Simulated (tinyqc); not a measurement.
Floating body of a partially depleted SOI transistor: body voltage and kink: two steps of the calculation.

Source at 0 V. Channel current Ic = 2 nf K Vt^2 [F(0) - F(Vd)](1 + la Vd), F(V) = ln^2(1 + exp((Vg - VT - nf V)/(2 nf Vt))), VT = VT0 - gb Vb. Saturation voltage Vs = 2 Vt sqrt(F(0)) + 3 Vt, excess Ve = (Vd - Vs + sqrt((Vd - Vs)^2 + 0.0004 V^2))/2, multiplication M1 = Ai Ve exp(-Bl/Ve). Each junction passes D(v) = J1 (exp(v/Vt) - 1) + J2 (exp(v/(2 Vt)) - 1). Bipolar current Ib = bb J1 (exp(Vb/Vt) - 1). The body settles where M1 (Ic + Ib) = D(Vb) + D(Vb - Vd) + Vb/Rb; drain current Id = (1 + M1)(Ic + Ib) - D(Vb - Vd).

Parameters, values chosen for the exercise; values of the order met in partially depleted silicon-on-insulator transistors: temperature T = 330 K; threshold at zero body voltage VT0 = 0.52 V; fall of the threshold per volt of body voltage gb = 0.31; slope factor nf = 1.46; gain factor per width K = 120 uA/(V^2 um); channel-length modulation factor la = 0.06 1/V; impact-ionisation prefactor Ai = 1.59 1/V; impact-ionisation voltage Bl = 4.6 V; diffusion saturation current of each junction J1 = 2.3e-11 uA/um; recombination saturation current of each junction J2 = 1.8e-8 uA/um; gain of the lateral bipolar transistor on the diffusion current bb = 0; resistance of a weak body tie to the source (1e9 stands for no tie, and the term is then dropped) Rb = 30000 kohm um; gate voltage Vg = 0.55 V; drain voltage Vd = 2.1 V.

Constants: q = 1.602176634e-19 C, kB = 1.380649e-23 J/K, Vt = kB T/q. Results are converted to the units shown.

Problem 1. New Vb. Current into the body I_in = M1 (Ic + Ib) - D(Vb - Vd), current out I_out = D(Vb) + Vb/Rb; f = ln(I_in/I_out), s = df/dVb by central differences over 1e-5 V, Vb(new) = Vb - f/s.

Vb after iteration 2 = 0.68499762 V

Find: Ic; Ve; M1; I_in; I_out; f; s; Vb after iteration 3.

Solution 1.

Ic = 2.8167 uA/um
Ve = 1.8458 V
M1 = 0.24279
I_in = 0.68385 uA/um
I_out = 0.69124 uA/um
f = -0.010759
s = -31.971 1/V
Vb after iteration 3 = 0.68466 V

Problem 2. Drain current with floating and with grounded body. Id and VT at the converged Vb, Id at Vb = 0, their ratio, and the bipolar share Ib/(Ic + Ib).

converged Vb = 0.68466103 V

Find: VT; Id, floating; Id, grounded; ratio; bipolar share.

Solution 2.

VT = 0.3078 V
Id, floating = 3.498 uA/um
Id, grounded = 0.3286 uA/um
ratio = 10.64
bipolar share = 0.000 %

The body rises to 0.685 V and lowers the threshold by 212 mV.

Range of the model: The multiplication law is an empirical form chosen for the exercise; self-heating and capacitive coupling to the body are left out, and the linear laws are rough once Vb passes about 0.7 V or M1 about 0.1.

Computed by the program tinyqc: `OMP_NUM_THREADS=1 python tinyqc.py 2182120 2182121 out.jsonl`, one thread of a shared Intel Xeon 2.30GHz, about 0.2 s for the whole run.
